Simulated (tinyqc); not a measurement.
MOS capacitor with interface traps: C-V stretch-out, conductance peak and subthreshold swing: one step, computed by the program tinyqc.

Energies at the interface are counted from the valence band. psi > 0 means bending towards depletion, so the surface potential is +psi. Boltzmann statistics, full ionisation, no quantum confinement. Traps are neutral when filled up to E_n, with a sharp (zero-temperature) occupation.

Task: Substrate and insulator. N_c = 2 M_c (2 pi m_e k_B T/h^2)^(3/2) and N_v = 2 (2 pi m_h k_B T/h^2)^(3/2), masses in units of m_0. n_i = sqrt(N_c N_v) exp(-E_g/2 k_B T); E_F = k_B T ln(N_v/N); phi_B = (k_B T/e) ln(N/n_i); L_D = sqrt(eps_s eps_0 k_B T/(e^2 N)); C_ox = eps_ox eps_0/t_ox.

Inputs (values chosen for the exercise, for a model semiconductor):
```
quantity                     value   unit
gap E_g                      0.612     eV
electron mass m_e            0.174    m_0
valleys M_c                      4      -
hole mass m_h                0.433    m_0
dielectric constant eps_s     14.6      -
doping N                   1.5e+16  cm^-3
insulator constant eps_ox     20.4      -
insulator thickness t_ox       2.1     nm
temperature T                  350      K
```

Substrate: p-type. Trap spectrum: flat plus a Gaussian peak.

Constants: m_0 = 9.1093837015e-31 kg; k_B = 1.380649e-23 J/K; h = 6.62607015e-34 J s; k_B = 8.617333262e-05 eV/K; eps_0 = 8.8541878128e-12 F/m; e = 1.602176634e-19 C.

Give: k_B T; n_i; bulk E_F; phi_B; Debye length L_D; C_ox; effective density of states of the majority band.

Result:

k_B T = 0.030161 eV

n_i = 3.5694e+14 cm^-3

bulk E_F = 0.19297 eV

phi_B = 0.11275 V

Debye length L_D = 40.278 nm

C_ox = 8.6012 microF/cm^2

effective density of states of the majority band = 9.0100e+18 cm^-3
